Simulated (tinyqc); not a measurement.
UHF in the sto-6g basis, for H3, spin multiplicity 2, step by step. This run ends on a higher stationary point, not on the lowest solution. Computed by tinyqc, a small Python program that keeps every step (integrals from PySCF). Settings: charge = 0, multiplicity = 2, basis = sto-6g, energy threshold = 1e-08, iteration cap = 81, orthogonalisation = symmetric, start = highest core orbitals, DIIS depth = 6, DIIS from iteration = 2, method = UHF. Command: `OMP_NUM_THREADS=1 python tinyqc.py 31568 31569 out.jsonl` (the two numbers bound the seeds that draw the settings). One thread of a shared host (Intel(R) Xeon(R) Processor @ 2.60GHz), about 0.09 s of CPU time with the checks. Later iterations appear only in the table of the cycle.

## One-electron integrals

Geometry (angstrom):

| atom | x | y | z |
|---|---|---|---|
| H | 0.00000 | 0.00000 | 0.00000 |
| H | 0.00000 | 0.00000 | 1.09000 |
| H | 0.00000 | 0.94400 | 0.54500 |

Basis sto-6g: exponents (1/bohr^2) and contraction coefficients of normalised primitives:

| element | l (shell) | exponent | coefficient |
|---|---|---|---|
| H | s (1) | 35.52322 | 0.00916 |
| H | s (1) | 6.51314 | 0.04936 |
| H | s (1) | 1.82214 | 0.16854 |
| H | s (1) | 0.62596 | 0.37056 |
| H | s (1) | 0.24308 | 0.41649 |
| H | s (1) | 0.10011 | 0.13033 |

Overlap, kinetic and nuclear-attraction integrals over the contracted functions; the nuclear repulsion is the sum of Za Zb / Rab.

nuclear repulsion = 1.4564261 hartree

overlap S, lower triangle:
```
         1H 1s    2H 1s    3H 1s
1H 1s  1.00000
2H 1s  0.44545  1.00000
3H 1s  0.44544  0.44544  1.00000
```

kinetic energy T (hartree), lower triangle:
```
         1H 1s    2H 1s    3H 1s
1H 1s  0.76852
2H 1s  0.08248  0.76852
3H 1s  0.08247  0.08247  0.76852
```

nuclear attraction V (hartree), lower triangle:
```
          1H 1s     2H 1s     3H 1s
1H 1s  -2.18966
2H 1s  -0.91455  -2.18966
3H 1s  -0.91451  -0.91451  -2.18964
```

core Hamiltonian H = T + V (hartree), lower triangle:
```
          1H 1s     2H 1s     3H 1s
1H 1s  -1.42113
2H 1s  -0.83207  -1.42113
3H 1s  -0.83205  -0.83205  -1.42112
```

## Two-electron integrals

Functions are numbered as in S; the eight-fold symmetry (ij|kl) = (ji|kl) = (kl|ij) leaves the list below.

Two-electron integrals (ij|kl) in chemists' order, unique and non-zero (hartree):
```
(11|11) 0.77500   (21|11) 0.26998   (21|21) 0.12418   (22|11) 0.44973
(22|21) 0.26998   (22|22) 0.77500   (31|11) 0.26996   (31|21) 0.11059
(31|22) 0.21122   (31|31) 0.12417   (32|11) 0.21122   (32|21) 0.11059
(32|22) 0.26996   (32|31) 0.11058   (32|32) 0.12417   (33|11) 0.44972
(33|21) 0.21123   (33|22) 0.44972   (33|31) 0.26996   (33|32) 0.26996
(33|33) 0.77500
```

## Orthogonalisation

S = U s U^T; symmetric (Loewdin) form X = U s^(-1/2) U^T, so that X^T S X = 1.

eigenvalues of S: 0.55455  0.55457  1.89088

X, lower triangle:
```
          1H 1s     2H 1s    3H 1s
1H 1s   1.13764
2H 1s  -0.20522   1.13764
3H 1s  -0.20520  -0.20520  1.13763
```

## Starting guess

The start is the highest orbitals of the core Hamiltonian (a deliberately bad start); D(s) = C_occ C_occ^T for each spin.

D(alpha) at the start, lower triangle:
```
          1H 1s     2H 1s    3H 1s
1H 1s   1.20216
2H 1s  -0.60111   1.20216
3H 1s  -0.60106  -0.60106  1.20215
```

D(beta) at the start, lower triangle:
```
          1H 1s    2H 1s    3H 1s
1H 1s   0.90164
2H 1s  -0.90164  0.90164
3H 1s   0.00000  0.00000  0.00000
```

## Iteration 1: building the Fock matrix

J_ij = sum D_kl (ij|kl) with D = D(alpha) + D(beta), K_ij = sum D_kl (ik|jl) for each spin; F = H + J - K(s); E = tr D H + tr D J / 2 - 0.5 sum_s tr D(s) K(s) + E_nn.

Coulomb J (hartree), lower triangle:
```
         1H 1s    2H 1s    3H 1s
1H 1s  1.72734
2H 1s  0.75076  1.72734
3H 1s  0.72227  0.72227  1.53999
```

exchange K(alpha) (hartree), lower triangle:
```
         1H 1s    2H 1s    3H 1s
1H 1s  0.44820
2H 1s  0.05021  0.44820
3H 1s  0.05020  0.05020  0.44821
```

exchange K(beta) (hartree), lower triangle:
```
          1H 1s    2H 1s    3H 1s
1H 1s   0.32390
2H 1s  -0.03062  0.32390
3H 1s   0.05296  0.05296  0.02451
```

F(alpha) (hartree), lower triangle:
```
          1H 1s     2H 1s     3H 1s
1H 1s  -0.14199
2H 1s  -0.13152  -0.14199
3H 1s  -0.15998  -0.15998  -0.32935
```

F(beta) (hartree), lower triangle:
```
          1H 1s     2H 1s    3H 1s
1H 1s  -0.01769
2H 1s  -0.05070  -0.01769
3H 1s  -0.16273  -0.16273  0.09436
```

total energy of this density = -0.2044513 hartree

## Iteration 1: diagonalisation and new density

Diagonalise F' = X^T F X, C = X C', fill 2 alpha and 1 beta electrons from the bottom; D(s) = C_occ C_occ^T. Each column has its largest component positive (the first on a tie).

F' = X^T F X (alpha) (hartree), lower triangle:
```
          1         2         3
1  -0.08098
2  -0.06211  -0.08098
3  -0.05395  -0.05395  -0.29989
```

orbital energies (alpha) (hartree): MO1 -0.33089, MO2 -0.11209, MO3 -0.01887

coefficients C (alpha):
```
           MO1       MO2       MO3
1H 1s  0.05805  -0.68807   0.94955
2H 1s  0.05805  -0.68807  -0.94955
3H 1s  0.94474   0.69706   0.00000
```

F' = X^T F X (beta) (hartree), lower triangle:
```
          1         2        3
1   0.06628
2   0.00676   0.06628
3  -0.19527  -0.19527  0.26832
```

orbital energies (beta) (hartree): MO1 -0.12223, MO2 0.05953, MO3 0.46359

coefficients C (beta):
```
           MO1       MO2       MO3
1H 1s  0.41987   0.94955  -0.54820
2H 1s  0.41987  -0.94955  -0.54820
3H 1s  0.41986   0.00000   1.09643
```

D(alpha) after iteration 1, lower triangle:
```
          1H 1s     2H 1s    3H 1s
1H 1s   0.47682
2H 1s   0.47682   0.47682
3H 1s  -0.42478  -0.42478  1.37843
```

D(beta) after iteration 1, lower triangle:
```
         1H 1s    2H 1s    3H 1s
1H 1s  0.17629
2H 1s  0.17629  0.17629
3H 1s  0.17628  0.17628  0.17628
```

## Iteration 2: building the Fock matrix

As before.

Coulomb J (hartree), lower triangle:
```
         1H 1s    2H 1s    3H 1s
1H 1s  1.61254
2H 1s  0.73333  1.61254
3H 1s  0.76176  0.76176  1.79988
```

exchange K(alpha) (hartree), lower triangle:
```
         1H 1s    2H 1s    3H 1s
1H 1s  0.53406
2H 1s  0.41014  0.53406
3H 1s  0.32654  0.32654  0.83345
```

exchange K(beta) (hartree), lower triangle:
```
         1H 1s    2H 1s    3H 1s
1H 1s  0.40976
2H 1s  0.32931  0.40976
3H 1s  0.32930  0.32930  0.40975
```

F(alpha) (hartree), lower triangle:
```
          1H 1s     2H 1s     3H 1s
1H 1s  -0.34265
2H 1s  -0.50889  -0.34265
3H 1s  -0.39684  -0.39684  -0.45469
```

F(beta) (hartree), lower triangle:
```
          1H 1s     2H 1s     3H 1s
1H 1s  -0.21835
2H 1s  -0.42806  -0.21835
3H 1s  -0.39959  -0.39959  -0.03099
```

total energy of this density = -1.3461753 hartree

## Iteration 2: diagonalisation and new density

As before.

F' = X^T F X (alpha) (hartree), lower triangle:
```
          1         2         3
1  -0.08758
2  -0.38734  -0.08758
3  -0.18529  -0.18529  -0.28962
```

orbital energies (alpha) (hartree): MO1 -0.66021, MO2 -0.10433, MO3 0.29977

coefficients C (alpha):
```
           MO1       MO2       MO3
1H 1s  0.41986  -0.54821   0.94955
2H 1s  0.41986  -0.54821  -0.94955
3H 1s  0.41986   1.09642   0.00000
```

F' = X^T F X (beta) (hartree), lower triangle:
```
          1         2        3
1   0.05969
2  -0.31847   0.05969
3  -0.32661  -0.32661  0.27859
```

orbital energies (beta) (hartree): MO1 -0.52445, MO2 0.37817, MO3 0.54427

coefficients C (beta):
```
           MO1       MO2       MO3
1H 1s  0.46922   0.94955  -0.50661
2H 1s  0.46922  -0.94955  -0.50661
3H 1s  0.31565   0.00000   1.13084
```

D(alpha) after iteration 2, lower triangle:
```
          1H 1s     2H 1s    3H 1s
1H 1s   0.47682
2H 1s   0.47682   0.47682
3H 1s  -0.42478  -0.42478  1.37843
```

D(beta) after iteration 2, lower triangle:
```
         1H 1s    2H 1s    3H 1s
1H 1s  0.22016
2H 1s  0.22016  0.22016
3H 1s  0.14811  0.14811  0.09964
```

## Iteration 3: building the Fock matrix

As before.

Coulomb J (hartree), lower triangle:
```
         1H 1s    2H 1s    3H 1s
1H 1s  1.62839
2H 1s  0.73926  1.62839
3H 1s  0.75865  0.75865  1.76806
```

exchange K(alpha) (hartree), lower triangle:
```
         1H 1s    2H 1s    3H 1s
1H 1s  0.53406
2H 1s  0.41014  0.53406
3H 1s  0.32654  0.32654  0.83345
```

exchange K(beta) (hartree), lower triangle:
```
         1H 1s    2H 1s    3H 1s
1H 1s  0.44194
2H 1s  0.35158  0.44194
3H 1s  0.31419  0.31419  0.34052
```

F(alpha) (hartree), lower triangle:
```
          1H 1s     2H 1s     3H 1s
1H 1s  -0.32681
2H 1s  -0.50295  -0.32681
3H 1s  -0.39994  -0.39994  -0.48651
```

F(beta) (hartree), lower triangle:
```
          1H 1s     2H 1s    3H 1s
1H 1s  -0.23469
2H 1s  -0.44439  -0.23469
3H 1s  -0.38759  -0.38759  0.00641
```

total energy of this density = -1.3590345 hartree

## Iteration 3: DIIS over 2 matrices

error matrix X^T (FDS - SDF) X (alpha):
```
         1        2        3
1  0.00000  0.00000  0.00000
2  0.00000  0.00000  0.00000
3  0.00000  0.00000  0.00000
```

B (overlaps of the stored error matrices):
```
               1              2
1  1.9739424e-02  7.5067074e-03
2  7.5067074e-03  2.8547265e-03
```

Minimise |sum c_i e_i|^2 with sum c_i = 1: solve [B -1; -1 0][c; lambda] = [0; -1] with B_ij = tr e_i^T e_j summed over both spins, and take F = sum c_i F_i.

DIIS coefficients: -0.61366  1.61366

extrapolated F(alpha) (hartree), lower triangle:
```
          1H 1s     2H 1s     3H 1s
1H 1s  -0.31708
2H 1s  -0.49931  -0.31708
3H 1s  -0.40184  -0.40184  -0.50604
```

extrapolated F(beta) (hartree), lower triangle:
```
          1H 1s     2H 1s    3H 1s
1H 1s  -0.24471
2H 1s  -0.45441  -0.24471
3H 1s  -0.38022  -0.38022  0.02936
```

## Iteration 3: diagonalisation and new density

As before.

F' = X^T F X (alpha) (hartree), lower triangle:
```
          1         2         3
1  -0.05813
2  -0.38673  -0.05813
3  -0.18576  -0.18576  -0.34844
```

orbital energies (alpha) (hartree): MO1 -0.66374, MO2 -0.12956, MO3 0.32860

coefficients C (alpha):
```
           MO1       MO2       MO3
1H 1s  0.37518  -0.57970   0.94955
2H 1s  0.37518  -0.57970  -0.94955
3H 1s  0.50527   1.05978   0.00000
```

F' = X^T F X (beta) (hartree), lower triangle:
```
          1         2        3
1   0.03189
2  -0.34624   0.03189
3  -0.30843  -0.30843  0.33416
```

orbital energies (beta) (hartree): MO1 -0.53360, MO2 0.37813, MO3 0.55341

coefficients C (beta):
```
           MO1       MO2       MO3
1H 1s  0.49693   0.94955  -0.47945
2H 1s  0.49693  -0.94955  -0.47945
3H 1s  0.25163   0.00000   1.14678
```

D(alpha) after iteration 3, lower triangle:
```
          1H 1s     2H 1s    3H 1s
1H 1s   0.47682
2H 1s   0.47682   0.47682
3H 1s  -0.42478  -0.42478  1.37843
```

D(beta) after iteration 3, lower triangle:
```
         1H 1s    2H 1s    3H 1s
1H 1s  0.24694
2H 1s  0.24694  0.24694
3H 1s  0.12504  0.12504  0.06332
```

## Iteration 5 (converged): orbitals

converged F(alpha) (hartree), lower triangle:
```
          1H 1s     2H 1s     3H 1s
1H 1s  -0.31808
2H 1s  -0.49972  -0.31808
3H 1s  -0.40176  -0.40176  -0.50417
```

converged F(beta) (hartree), lower triangle:
```
          1H 1s     2H 1s    3H 1s
1H 1s  -0.24244
2H 1s  -0.45212  -0.24244
3H 1s  -0.37776  -0.37776  0.02924
```

As before.

F' = X^T F X (alpha) (hartree), lower triangle:
```
          1         2         3
1  -0.05922
2  -0.38676  -0.05922
3  -0.18584  -0.18584  -0.34621
```

orbital energies (alpha) (hartree): MO1 -0.66360, MO2 -0.12859, MO3 0.32754

coefficients C (alpha):
```
           MO1       MO2       MO3
1H 1s  0.37695  -0.57855   0.94955
2H 1s  0.37695  -0.57855  -0.94955
3H 1s  0.50204   1.06131   0.00000
```

F' = X^T F X (beta) (hartree), lower triangle:
```
          1         2        3
1   0.03292
2  -0.34520   0.03292
3  -0.30645  -0.30645  0.33209
```

orbital energies (beta) (hartree): MO1 -0.53012, MO2 0.37811, MO3 0.54993

coefficients C (beta):
```
           MO1       MO2       MO3
1H 1s  0.49693   0.94955  -0.47945
2H 1s  0.49693  -0.94955  -0.47945
3H 1s  0.25163   0.00000   1.14678
```

D(alpha) after iteration 5, lower triangle:
```
          1H 1s     2H 1s    3H 1s
1H 1s   0.47682
2H 1s   0.47682   0.47682
3H 1s  -0.42478  -0.42478  1.37843
```

D(beta) after iteration 5, lower triangle:
```
         1H 1s    2H 1s    3H 1s
1H 1s  0.24694
2H 1s  0.24694  0.24694
3H 1s  0.12504  0.12504  0.06332
```

## Convergence

Stop when the energy changes by less than 1e-08 hartree and every element of the error matrix X^T (F D S - S D F) X (for each spin) is below 3e-05.

Course of the cycle:

| iteration | E (hartree) | change | largest element of the error matrix |
|---|---|---|---|
| 1 | -0.2044513 | - | 7.03e-02 |
| 2 | -1.3461753 | -1.14e+00 | 7.02e-02 |
| 3 | -1.3590345 | -1.29e-02 | 2.67e-02 |
| 4 | -1.3611601 | -2.13e-03 | 5.53e-12 |
| 5 | -1.3611601 | -2.22e-15 | 5.62e-12 |

PySCF UHF in the same basis, after a stability check = -1.3733409 hartree

Converged in 5 iterations. But the solution lies 0.01218 hartree above the reference: it is another stationary point, not the lowest one. Reruns (cap 100 unless said): DIIS 8: converged in 5 to a higher stationary point; damping 0.5: converged in 29 to a higher stationary point; level shift 0.5: not converged; atomic densities as start, DIIS 8: converged in 5 to a higher stationary point.

## Populations, bond orders and dipole

Mulliken: Z minus the diagonal of D S on the atom; Loewdin: the same with S^(1/2) D S^(1/2); Mayer order: 2 sum_s sum (D(s) S)_ij (D(s) S)_ji over the two atoms.

Charges (e):

| atom | Mulliken | Loewdin | Mulliken spin |
|---|---|---|---|
| 1H | 0.08736 | 0.10085 | 0.08736 |
| 2H | 0.08736 | 0.10085 | 0.08736 |
| 3H | -0.17472 | -0.20170 | 0.82528 |

Mayer bond orders:

| pair | order |
|---|---|
| 2-1 | 0.84055 |
| 3-1 | 0.14419 |
| 3-2 | 0.14419 |

dipole moment about the origin, x y z (debye): 0.00000  -0.79220  0.00000

<S^2> of the determinant (pure state: 0.75) = 0.75000
